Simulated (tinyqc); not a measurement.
Slater-Koster d bands of a bcc metal, step by step. Values are carried at full precision from step to step, so a last printed digit may differ when a step is redone from the rounded ones.

Slater-Koster d bands. For a bond with direction cosines (l, m, n) the 5 x 5 block is dds Ps + ddp Pp + ddd (1 - Ps - Pp), the projectors on sigma, pi and delta states about the bond; for instance <xy|xy> = 3 l^2 m^2 dds + (l^2 + m^2 - 4 l^2 m^2) ddp + (n^2 + l^2 m^2) ddd, <xy|yz> = 3 l m^2 n dds + l n (1 - 4 m^2) ddp + l n (m^2 - 1) ddd and <3z2-r2|3z2-r2> = (n^2 - (l^2 + m^2)/2)^2 dds + 3 n^2 (l^2 + m^2) ddp + (3/4)(l^2 + m^2)^2 ddd. H(k) sums the blocks times cos(k.R) over the neighbours; the d level is the zero of energy; k in 2 pi/a.

Inputs chosen for the exercise (of the size met in Ta; shifted at random, so the results belong to these values and not to a real crystal):
- dds = -1.356 eV (dd sigma)
- ddp = 0.759 eV (dd pi)
- ddd = -0.041 eV (dd delta)
- f2 = 0.487 (factor on all three integrals for second neighbours)
- Es = 6.9 eV (s level)
- sss = -0.78 eV (ss sigma)
- sds = -0.64 eV (sd sigma)
- k = (0.23, 0.15, 0) 2 pi/a (wave vector)
- Nd = 4 (d electrons per atom)

## The block of one bond

Direction (1,1,1)/sqrt3; its eigenvalues must be dds once, ddp twice and ddd twice.

block (eV), lower triangle:
```
             xy       yz       zx   x2-y2  3z2-r2
xy      -0.3016
yz      -0.5272  -0.3016
zx      -0.5272  -0.5272  -0.3016
x2-y2         0  -0.2667   0.2667  0.4923
3z2-r2  -0.3079   0.1540   0.1540       0  0.4923
```

## Levels at Gamma

Neighbours: eight at (a/2)(1,1,1) and equivalents, and six at a(1,0,0) and equivalents with the integrals times f2.

Summing the blocks at k = 0 gives E(t2g) = (8/3) dds + (16/9) ddp + (32/9) ddd + f2 (4 ddp + 2 ddd), E(eg) = (16/3) ddp + (8/3) ddd + f2 (3 dds + 3 ddd).

levels (eV): t2g (threefold) -0.9738, eg (twofold) 1.8976

The t2g level lies lower, by 2.8715 eV.

## The Hamiltonian at one k

An s orbital at Es couples to nearest neighbours alone: <s|s> = sss, <s|xy> = sqrt3 l m sds (cyclic), <s|x2-y2> = (sqrt3/2)(l^2 - m^2) sds, <s|3z2-r2> = (n^2 - (l^2 + m^2)/2) sds.

Sum over the neighbours.

H(k) (eV), lower triangle:
```
             s       xy       yz       zx    x2-y2  3z2-r2
s       2.7295
xy      0.8875  -1.1251
yz           0        0  -0.4436
zx           0        0   1.2663  -0.8039
x2-y2        0        0        0        0   1.8790
3z2-r2       0   0.7396        0        0  -0.2565  1.0549
```

## Levels and character

Diagonalise H; t2g is xy, yz, zx and eg the other two.

levels (eV): -1.9028  -1.5240  0.6553  1.1597  1.9637  2.9387

weights:
```
     band 1  band 2  band 3  band 4  band 5  band 6
s     0.000   0.039   0.000   0.018   0.004   0.939
t2g   1.000   0.887   1.000   0.058   0.003   0.052
eg    0.000   0.074   0.000   0.924   0.993   0.009
```

## Levels at points of symmetry

Coordinates: G (0, 0, 0), H (1, 0, 0), N (0.5, 0.5, 0), P (0.5, 0.5, 0.5); the others lie half way.

Levels (eV):

| k | band 1 | band 2 | band 3 | band 4 | band 5 | band 6 |
|---|---|---|---|---|---|---|
| G | -0.974 | -0.974 | -0.974 | 0.660 | 1.898 | 1.898 |
| G-H 0.5 | -1.961 | -0.040 | -0.040 | 0.600 | 1.518 | 6.900 |
| H | -5.980 | -5.980 | 3.851 | 3.851 | 3.851 | 13.140 |
| N | -4.178 | -4.066 | 0.944 | 1.961 | 4.258 | 7.903 |
| P | -1.439 | -1.439 | -1.439 | 2.041 | 2.041 | 6.900 |
| P-G 0.5 | -2.627 | -2.627 | 1.193 | 1.676 | 1.676 | 5.630 |
| G-N 0.5 | -2.576 | -2.155 | 1.124 | 1.642 | 1.929 | 4.214 |

On these points the bands run from -5.980 (H) to 13.140 eV (H).

## Second moment and the rectangular band

mu2 = z (dds^2 + 2 ddp^2 + 2 ddd^2)/5 per orbital, with z = 8 + 6 f2^2. A rectangular band with the same mu2 has width W = sqrt(12 mu2), Fermi level W (Nd/10 - 1/2) and bond energy -W Nd (10 - Nd)/20 (Friedel).

mu2 = 5.6430 eV^2
W = 8.2290 eV
Fermi level = -0.8229 eV
bond energy per atom = -9.8748 eV

The bond energy is the attractive part alone; the repulsion between atoms, left out, cancels a large share of it in the cohesive energy.

## Checks

- Levels at Gamma from the formulas against H(0): they agree to 1e-10 or better.
- Second moment from the formula against the mean square level on the mesh: both 5.64299.

Computed by tinyqc, a small Python program: `OMP_NUM_THREADS=1 python tinyqc.py 1481101 1481102 out.jsonl` (the numbers bound the seed that draws the inputs); one thread of a shared host (Intel(R) Xeon(R) Processor @ 2.30GHz), about 0.03 s for the whole set of steps.
